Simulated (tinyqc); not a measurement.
# Thermal stress and diffusional relaxation in a metal film: Coble and Nabarro-Herring creep, cooling and holds, step by step

A worked calculation. Computed by tinyqc, a small Python program that keeps every step. Command: `OMP_NUM_THREADS=1 python tinyqc.py 3014807 3014808 out.jsonl creep walk`. One thread of a shared host (Intel(R) Xeon(R) Processor @ 2.30GHz), about 0.03 s of CPU time with the checks. Intermediate numbers are printed to about 6 digits and carried at full precision; extremes and crossings named in words are read from the listed rows.

A thin film on a rigid substrate is stress-free at T0. Tension is positive and the film creeps linearly: d sigma/dt = -M (mismatch) dT/dt - sigma/tau.

Inputs (values chosen for the exercise, modelled on silver films on silicon):

| quantity | value | unit |
|---|---|---|
| biaxial modulus M | 134 | GPa |
| expansion mismatch | 16.2 | 1e-6/K |
| atomic volume Omega | 17 | angstrom^3 |
| lattice prefactor D0 | 4.9e-05 | m^2/s |
| lattice energy E | 1.89 | eV |
| boundary prefactor (delta D_b)0 | 3.9e-15 | m^3/s |
| boundary energy E_b | 0.894 | eV |
| grain size d | 0.97 | um |
| stress-free temperature T0 | 400 | C |
| hold temperature T | 240 | C |
| hold time t | 0.01 | h |
| cooling rate | 10 | C/min |

Constants: k_B = 1.380649e-23 J/K; k_B = 8.617333262e-05 eV/K.

## Elastic stress after a quench

Thermoelastic slope = M x mismatch; sigma_0 = slope x (T0 - T).

thermoelastic slope = 2.1708 MPa/K

stress after a quench sigma_0 = 347.328 MPa

## Creep at the hold temperature

Creep rate per stress: Nabarro-Herring 14 D Omega/(k_B T d^2), Coble (14 pi) delta D_b Omega/(k_B T d^3), with D = D0 exp(-E/(k_B T)), delta D_b = (delta D_b)0 exp(-E_b/(k_B T)); 1/tau = M x (sum of both)/2 (biaxial strain rate is half the uniaxial one). Temperatures in kelvin are T(C) + 273.15. sigma(t) = sigma_0 exp(-t/tau), relaxed part sigma_0 - sigma(t); the grain size where both mechanisms are equal is pi delta D_b/D.

Nabarro-Herring rate = 4.79430e-19 1/(Pa s)

Coble rate = 7.48074e-13 1/(Pa s)

relaxation time tau = 0.00554214 h

stress after the hold = 57.1634 MPa

stress relaxed during the hold = 290.165 MPa

crossover grain size = 1.51353e+06 um

Coble creep is 1.6e6 times as fast as Nabarro-Herring creep at this grain size. The crossover size is formal, far above any film grain. Caution: bulk creep laws overstate relaxation in a bonded film, where the substrate constrains boundary diffusion, and dislocation glide is left out.

## Stress after cooling to room temperature

Cooling from T0 at the constant rate: d sigma/dT = -slope + sigma/(tau(T) x rate), integrated to 25 C (stiff solver, tolerance 1e-9). Effective stress-free temperature T_eff = 25 C + sigma/slope.

stress at 25 C = 348.895 MPa

effective stress-free temperature = 185.722 C

Creep during cooling removes 57.1 % of the elastic value. Caution: bulk creep laws overstate relaxation in a bonded film, and dislocation glide would cap stresses above the yield stress.

## Where a fixed hold relaxes most

For each hold temperature: sigma_0 = slope (T0 - T), relaxed stress sigma_0 (1 - exp(-t/tau)), initial rate sigma_0/tau. In confined lines the relaxed part appears as void volume.

Holds:

| T (C) | sigma_0 (MPa) | tau (h) | relaxed (MPa) | initial rate (MPa/h) |
|---|---|---|---|---|
| 25 | 814.050 | 6.90864e+03 | 1.17831e-03 | 1.17831e-01 |
| 65 | 727.218 | 1.27788e+02 | 5.69059e-02 | 5.69081e+00 |
| 105 | 640.386 | 5.56726e+00 | 1.14924e+00 | 1.15027e+02 |
| 145 | 553.554 | 4.46222e-01 | 1.22674e+01 | 1.24054e+03 |
| 185 | 466.722 | 5.60386e-02 | 7.62776e+01 | 8.32858e+03 |
| 225 | 379.890 | 9.88959e-03 | 2.41688e+02 | 3.84131e+04 |
| 265 | 293.058 | 2.27221e-03 | 2.89464e+02 | 1.28975e+05 |
| 305 | 206.226 | 6.43182e-04 | 2.06226e+02 | 3.20634e+05 |
| 345 | 119.394 | 2.15325e-04 | 1.19394e+02 | 5.54483e+05 |
| 385 | 32.562 | 8.26632e-05 | 3.25620e+01 | 3.93911e+05 |

The relaxed stress peaks at 265 C among these rows: colder holds have more stress but slower diffusion, hotter ones faster diffusion but less stress. The initial rate peaks about k_B T^2/E_b = 44 K below T0 when boundaries dominate; its largest row is 345 C. Caution: dislocation glide would cap stresses above the yield stress; capping layers can block the surface and boundary paths, and threshold stresses are ignored.

Checks made by the program: cooling integral by quadrature (relative difference 9e-10).
